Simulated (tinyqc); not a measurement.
What moves the results: density of states of one tight-binding band on the square lattice. A value that a table varies takes the place of the one given here.

E(k) = -2 t (c1 + c2) - 4 t2 c1 c2 with ci = cos(2 pi ki); k in fractions of the reciprocal vectors, mesh k_i = j/N with j = 0 .. N-1. Densities are per cell and per spin, so the band holds one state.

Each square of the mesh is cut along (i, j)-(i+1, j+1) into two triangles. For corner energies e1 <= e2 <= e3 and eij = ei - ej, the share of the triangle below E is n = (E - e1)^2/(e21 e31) for e1 < E < e2 and n = 1 - (e3 - E)^2/(e31 e32) for e2 < E < e3; its density of states is g = dn/dE.

Gaussian broadening: g(E) = mean over the mesh of exp(-(E - E_k)^2/(2 sigma^2))/(sigma sqrt(2 pi)), n(E) = mean of erfc((E_k - E)/(sigma sqrt 2))/2.

Values chosen for the exercise: t = 2.05 eV (nearest hopping); t2 = 0 eV (second hopping); N2 = 16 (mesh points along each axis in this comparison); sigma = 0.615 eV (Gaussian width); E = 3.15 eV (energy at which the density is wanted).

## Three ways to the same curve

N = N2 here; the reference is the linear method with N = 240.

g(E) (1/eV):
```
E (eV)  reference  linear triangles  Gaussian, sigma  Gaussian, sigma/4  reference n(E)
-6.708      0.043             0.041            0.042              0.087           0.061
-5.217      0.048             0.048            0.048              0.054           0.128
-3.727      0.055             0.056            0.056              0.077           0.205
-2.236      0.067             0.069            0.068              0.087           0.296
-0.745      0.094             0.097            0.097              0.054           0.412
0.746       0.094             0.097            0.097              0.054           0.588
2.237       0.067             0.069            0.068              0.087           0.704
3.728       0.055             0.056            0.056              0.077           0.795
5.219       0.048             0.048            0.048              0.055           0.872
6.710       0.043             0.041            0.042              0.087           0.939
```

What can be read from the table?

Root-mean-square errors against the reference: 0.0019 for linear triangles, 0.0017 for sigma and 0.0299 for sigma/4. The narrow Gaussian is worse than the wide one, because it resolves the separate mesh levels. The reference is highest at -0.745 and 0.746 eV of the energies listed, and half filling lies between -0.745 and 0.746 eV.

## Convergence with the mesh

At the energy E; the plain count is the share of mesh points below E; the reference is the linear method with N = 240.

Results:
```
N   points  g linear  n linear  g Gaussian  n Gaussian  n plain count
4       16    0.0751    0.8104      0.0492      0.7028         0.6875
6       36    0.0605    0.7789      0.0364      0.7527         0.7500
8       64    0.0628    0.7714      0.0872      0.7579         0.7969
12     144    0.0605    0.7660      0.0520      0.7575         0.7431
16     256    0.0597    0.7642      0.0594      0.7604         0.7773
24     576    0.0591    0.7630      0.0597      0.7605         0.7760
48    2304    0.0592    0.7622      0.0597      0.7605         0.7652
```

reference n and g: 0.7619  0.0592

What does this show?

The linear n(E) stays within 0.002 of the reference from N = 24 on. The Gaussian g stays within 1 % of its last value from N = 16 on; it tends to the broadened curve, not the true one. At the last mesh it lies +0.001 1/eV from the reference g and the linear g 0.000. The plain count errs by +0.0033 at the last mesh.

## Critical points

The gradient vanishes at these points by symmetry; the signs of the eigenvalues of the second-derivative matrix give the type.

Critical points:
```
point           k   E (eV)  positive  negative     type
Gamma      (0, 0)  -8.2000         2         0  minimum
X        (0.5, 0)   0.0000         1         1   saddle
M      (0.5, 0.5)   8.2000         0         2  maximum
```

How do the results move?

Gamma is a minimum at -8.200 eV: g has a step there. X is a saddle at 0.000 eV: g diverges logarithmically there. M is a maximum at 8.200 eV: g has a step there.

## What moves the count of states

Linear method and Gaussian sum with N = 48. Each row changes one parameter from the base and keeps the others.

Results:
```
case             n linear  g linear (1/eV)  n Gaussian  g Gaussian (1/eV)
base               0.7622           0.0592      0.7605             0.0597
t = 2.255 eV       0.7449           0.0560      0.7434             0.0563
E = 3.355 eV       0.7742           0.0579      0.7726             0.0582
sigma = 1.23 eV    0.7622           0.0592      0.7557             0.0619
t2 = 0.102 eV      0.7609           0.0639      0.7590             0.0647
```

What does this show?

The largest shifts from the base row, up to three for each result and ties (the steps differ in size, so this ranks the rows, not the parameters). n linear: t -0.0173, E +0.0120, t2 -0.0013; unchanged at the printed digits by sigma. g linear (1/eV): t2 +0.0047, t -0.0032, E -0.0013; unchanged at the printed digits by sigma. n Gaussian: t -0.0172, E +0.0121, sigma -0.0048. g Gaussian (1/eV): t2 +0.0049, t -0.0034, sigma +0.0021.

Program tinyqc; command `OMP_NUM_THREADS=1 python tinyqc.py 1651889 1651890 out.jsonl`; about 0.08 s on one thread of a shared Intel(R) Xeon(R) Processor @ 2.30GHz.
